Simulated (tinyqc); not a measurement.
Shallow acceptor in the spherical model (Baldereschi-Lipari), strong spin-orbit limit: one step, computed by the program tinyqc.

The 1S(3/2) state has an s envelope f(r) and a d envelope g(r). In effective units they obey -(f'' + 2f'/r + 2f/r) + mu (g'' + 5g'/r + 3g/r^2) = E f and -(g'' + 2g'/r - 6g/r^2 + 2g/r) + mu (f'' - f'/r) = E g. The cubic term, the split-off band and the central cell are left out.

Problem. Effective units and couplings. Ry* = Ry/(gamma_1 eps^2), a* = a_0 eps gamma_1, mu = (6 gamma_3 + 4 gamma_2)/(5 gamma_1), delta = (gamma_3 - gamma_2)/gamma_1; spherical masses 1/(gamma_1 (1 - mu)) (heavy) and 1/(gamma_1 (1 + mu)) (light).

Inputs (values chosen for the exercise, modelled on InAs):

| quantity | value | unit |
|---|---|---|
| Luttinger gamma_1 | 19.7 | - |
| Luttinger gamma_2 | 8.57 | - |
| Luttinger gamma_3 | 9.27 | - |
| dielectric constant eps | 14.3 | - |

Constants: Ry = 13.605693123 eV; a_0 = 0.529177210903 angstrom.

Give: Ry*; a*; mu; delta; heavy-hole mass; light-hole mass.

Solution.

Ry* = 3.3774 meV

a* = 149.07 angstrom

mu = 0.91269

delta = 0.035533

heavy-hole mass = 0.58140 m_0

light-hole mass = 0.026539 m_0
